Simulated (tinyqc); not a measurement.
Charge state against the Fermi level: deep level with several charge states.

Energies from Ev. The defect has charge states +1, 0, -1 with weights 1, gm exp((EF - E1)/kT), exp((2 EF - E1 - E2)/kT); the shares are the weights over their sum. Boltzmann carriers: n = Nc exp((EF - Eg)/kT), p = Nv exp(-EF/kT). Neutrality: p - n + Nd + Nt <q> = 0.

Constants: kB = 8.617333262e-05 eV/K.

Inputs chosen for the exercise (gap and densities of states near those of Si at this temperature; not measured data):
- E1 = 0.332 eV (level (+1/0) above Ev)
- E2 = 0.814 eV (level (0/-1) above Ev)
- gm = 2 (degeneracy of the middle state, the others 1)
- T = 250 K

Shares:
```
EF (eV)     +1      0     -1     <q>
0.067    1.000  0.000  0.000   1.000
0.156    0.999  0.001  0.000   0.999
0.246    0.964  0.036  0.000   0.964
0.335    0.303  0.697  0.000   0.303
0.424    0.007  0.993  0.000   0.007
0.513    0.000  1.000  0.000   0.000
0.603    0.000  1.000  0.000   0.000
0.692    0.000  0.998  0.002  -0.002
0.781    0.000  0.902  0.098  -0.098
0.870    0.000  0.129  0.871  -0.871
1.049    0.000  0.000  1.000  -1.000
```

Give the missing row, EF (eV) = 0.960.

Computed row:
```
EF (eV)     +1      0     -1     <q>
0.960    0.000  0.002  0.998  -0.998
```

Where the levels are several kT apart the middle state rules between about E1 - kT ln gm = 0.317 and E2 + kT ln gm = 0.829 eV; its largest share listed is 1.000. Each step spreads from 10 % to 90 % over 4.4 kT = 0.095 eV.

Run: tinyqc, `OMP_NUM_THREADS=1 python tinyqc.py 1651598 1651599 out.jsonl`; Intel(R) Xeon(R) Processor @ 2.30GHz, one thread, shared host; about 0.01 s of CPU time with all checks.
